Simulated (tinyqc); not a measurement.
Sputter depth profiling of a dopant layer: erosion rate, quantification and the mixing-roughness response: one step, computed by the program tinyqc. Command: `OMP_NUM_THREADS=1 python tinyqc.py 3010314 3010315 out.jsonl sims walk`. One thread of a shared host (Intel(R) Xeon(R) Processor @ 2.30GHz), about 0.04 s of CPU time with the checks.

A rastered ion beam erodes silicon (49.94 atoms per nm^3). The measured profile is the true one convolved with a depth response.

Problem. Erosion and sensitivity. Scaling chosen for the exercise: yield Y = Y1 E^0.5, mixing length w = w1 E^0.5 (E in keV). Erosion rate = Y I/(e x raster^2 x density); depth step = rate x counting time; concentration = RSF x counts/matrix counts; detection limit = RSF x 3 sqrt(background x time)/(matrix rate x time).

Inputs (values chosen for the exercise, modelled on a dopant in silicon under an oxygen or caesium beam):
```
quantity,value,unit
beam energy E,2.2,keV
beam current,230,nA
raster side,250,um
sputter yield at 1 keV,0.64,-
mixing length at 1 keV,1.6,nm
roughness sigma,0.64,nm
relative sensitivity factor RSF,4.3e+21,1/cm^3
matrix count rate,2.2e+06,1/s
background count rate,1.7,1/s
counting time per point,2,s
```

True profile: box.

Constants: e = 1.602176634e-19 C.

Give: yield Y; mixing length w; erosion rate; depth step; detection limit.

Solution.

yield Y = 0.9493

mixing length w = 2.373 nm

erosion rate = 0.4366 nm/s

depth step = 0.8732 nm

detection limit = 5.406e+15 1/cm^3

Caution: with so few background counts Poisson statistics, not 3 sqrt(N), set the true limit. Caution: the depth step exceeds the roughness width, so the leading edge is undersampled.
